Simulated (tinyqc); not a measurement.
Deep-level transient spectroscopy (DLTS) of one majority-carrier trap: one step, computed by the program tinyqc. Command: `OMP_NUM_THREADS=1 python tinyqc.py 3014929 3014930 out.jsonl dlts walk`. One thread of a shared host (Intel(R) Xeon(R) Processor @ 2.30GHz), about 0.05 s of CPU time with the checks.

A filling pulse loads the traps in a one-sided junction; under reverse bias they empty at the rate e, and the capacitance relaxes as C(t) = C_0 - dC exp(-e t). The signal is S = [C(t_2) - C(t_1)]/dC.

Task: Emission rate at T. e = g sigma v N_b exp(-E/k_B T), v = sqrt(3 k_B T/m), N_b = 2 M (2 pi m k_B T/h^2)^(3/2), sigma = sigma_0 exp(-E_b/k_B T), E = E_t.

Inputs (values chosen for the exercise, with mass and screening modelled on GaN):

| quantity | value | unit |
|---|---|---|
| density-of-states mass m | 1.41 | m_0 |
| valleys M | 1 | - |
| trap depth E_t | 0.665 | eV |
| cross-section sigma_0 | 4.8e-15 | cm^2 |
| degeneracy ratio g | 2 | - |
| temperature T | 344 | K |
| capture barrier E_b | 0.033 | eV |

Carriers: holes. Extra term: capture barrier.

Constants: k_B = 8.617333262e-05 eV/K; k_B = 1.380649e-23 J/K; m_0 = 9.1093837015e-31 kg; h = 6.62607015e-34 J s.

Give: thermal velocity v; N_b; sigma; E; emission rate e.

Result:

thermal velocity v = 1.053e+07 cm/s

N_b = 5.159e+19 cm^-3

sigma = 1.577e-15 cm^2

E = 0.665 eV

emission rate e = 310.0 1/s
